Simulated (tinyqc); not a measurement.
Two-valley model of the transferred-electron effect: one step, computed by the program tinyqc. Command: `OMP_NUM_THREADS=1 python tinyqc.py 3008724 3008725 out.jsonl gunn walk`. One thread of a shared host (Intel(R) Xeon(R) Processor @ 2.30GHz), about 0.01 s of CPU time with the checks.

Both kinds of valley share one electron temperature T_e, and each has a constant mobility.

Question. Equilibrium. Density-of-states ratio R = Z (m2/m1)^(3/2); n2/n1 = R exp(-dE/(k_B T_e)); mean mobility mu = (mu1 + mu2 n2/n1)/(1 + n2/n1); energy balance e mu F^2 = (3/2) k_B (T_e - T)/tau_E; v = mu F.

Inputs (values chosen for the exercise, for a model semiconductor):
```
quantity                       value        unit
central-valley mass m1         0.064         m_0
satellite-valley mass m2        0.22         m_0
satellite valleys Z                4           -
valley separation dE            0.79          eV
central-valley mobility mu1    10000  cm^2/(V s)
satellite-valley mobility mu2    290  cm^2/(V s)
lattice temperature T            100           K
```

Solver: damped fixed point.

Constants: k_B = 8.617333262e-05 eV/K.

Give: R; n2/n1 without field; low-field mobility.

Answer.

R = 25.49

n2/n1 without field = 3.910e-39

low-field mobility = 10000 cm^2/(V s)

dE is 91.7 k_B T, so the satellites are empty without field.
